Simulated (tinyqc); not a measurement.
Depletion-mode phase shifter in a rib waveguide and its Mach-Zehnder modulator: one step of the calculation.

A lateral p-n junction at x0 in a waveguide whose mode intensity is a Gaussian of rms width s about x = 0; p side at smaller x. Reverse bias removes carriers and raises the index. Abrupt junction, doping uniform over the whole mode, lumped electrode (no travelling-wave effects).

Task. Index and absorption of the doped regions. Free-carrier changes (empirical, N and P in cm^-3): |dn| = 8.5e-18 P^0.8 for holes, 8.8e-22 N for electrons; absorption 6e-18 P and 8.5e-18 N in 1/cm.

Values chosen for this exercise:
- Na = 4.5e17 cm^-3 (acceptor density)
- Nd = 7.7e17 cm^-3 (donor density)

Give: dn_h; dn_e; a_h; a_e.

Result.

dn_h = 0.001127
dn_e = 6.776e-4
a_h = 2.700 1/cm
a_e = 6.545 1/cm

Index change per unit absorption: holes 4.17 um, electrons 1.04 um, a ratio of 4.03.

tinyqc, about 0.01 s, one thread, Intel Xeon 2.30GHz (shared host): `OMP_NUM_THREADS=1 python tinyqc.py 2650033 2650034 out.jsonl`
